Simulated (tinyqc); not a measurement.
## Undoped symmetric double-gate MOSFET, analytic potential model: effect of the temperature

An undoped body of thickness ts between two equal insulators and tied gates; long channel, electrons only, n = ni exp((psi - V)/Vt) with V the quasi-Fermi potential (0 at the source, Vd at the drain), constant mobility, no quantisation. Across the body psi(x) = V - 2 Vt ln[(ts/(2 beta)) sqrt(q ni/(2 eps0 eps_r Vt)) cos(2 beta x/ts)], x from the centre. Q is the electron charge per area of the whole body.

Nc and Nv are given at 325 K and scale as (T/325 K)^1.5; Eg and mu are held fixed. ni = sqrt(Nc Nv) exp(-Eg/(2 Vt)), Eg in volts; r = eps_r tox/(eox ts); V0 = dphi + 2 Vt ln[(2/ts) sqrt(2 eps0 eps_r Vt/(q ni))]. beta (between 0 and pi/2) solves (Vg - V0 - V)/(2 Vt) = ln(beta) - ln(cos beta) + 2 r beta tan(beta). Q = 8 eps0 eps_r Vt beta tan(beta)/ts; I = mu (1/L)(4 eps0 eps_r/ts)(2 Vt)^2 [g(beta_s) - g(beta_d)] per width, g = beta tan(beta) - beta^2/2 + r beta^2 tan^2(beta), with beta_s at V = 0 and beta_d at V = Vd.  I(low) is taken at Vg = 0.45 V, Qs and I(high) at Vg = 1.2 V.

Inputs (values chosen for the exercise); material values close to those of silicon:

| symbol | value | unit | meaning |
|---|---|---|---|
| Eg | 1.13 | eV | band gap |
| eps_r | 11.9 |  | relative permittivity of the semiconductor |
| Nc | 3.1e19 | cm^-3 | conduction-band density of states at the reference temperature |
| Nv | 3.03e19 | cm^-3 | valence-band density of states at the reference temperature |
| eox | 4.07 |  | relative permittivity of the gate insulator |
| tox | 1.5 | nm | insulator thickness |
| ts | 10 | nm | body thickness |
| dphi | 0.22 | V | gate work function less that of the intrinsic body |
| mu | 380 | cm^2/(V s) | channel mobility |
| L | 0.2 | um | gate length |
| Vd | 0.1 | V | drain voltage |

Constants: q = 1.602176634e-19 C, kB = 1.380649e-23 J/K, Vt = kB T/q, eps0 = 8.8541878128e-14 F/cm where lengths are in cm. Results are converted to the units shown.

Result of one run:
```
T (K),V0 (V),I(low) (nA/um),Qs(high) (nC/cm^2),I(high) (uA/um)
250,0.72244,0.023700,1815.8,304.31
```

What becomes of these results when the temperature T is changed from 250 to 280 K, all else the same?

Result of the changed run:
```
T (K),V0 (V),I(low) (nA/um),Qs(high) (nC/cm^2),I(high) (uA/um)
280,0.71357,0.16543,1825.6,306.62
```

The whole series:
```
T (K),V0 (V),I(low) (nA/um),Qs(high) (nC/cm^2),I(high) (uA/um)
220,0.73116,0.0020751,1809.1,302.54
250,0.72244,0.023700,1815.8,304.31
280,0.71357,0.16543,1825.6,306.62
310,0.70456,0.81126,1837.9,309.40
340,0.69542,3.0604,1852.4,312.58
370,0.68617,9.4462,1868.8,316.09
400,0.67681,24.913,1887.0,319.90
430,0.66735,57.931,1906.6,323.97
```

As T goes from 220 to 430 K, I(low) rises from 0.00208 to 57.9 nA/um and I(high) rises from 303 to 324 uA/um. V0 falls from 0.731 to 0.667 V. In every row the surface density at the source at the higher gate voltage passes 0.3 Nc, where Boltzmann statistics fail. In every row the mobility is held fixed, though a real one changes with T.

Numbers from tinyqc (`OMP_NUM_THREADS=1 python tinyqc.py 2440115 2440116 out.jsonl`; about 0.02 s on one thread of a shared Intel Xeon 2.30GHz).
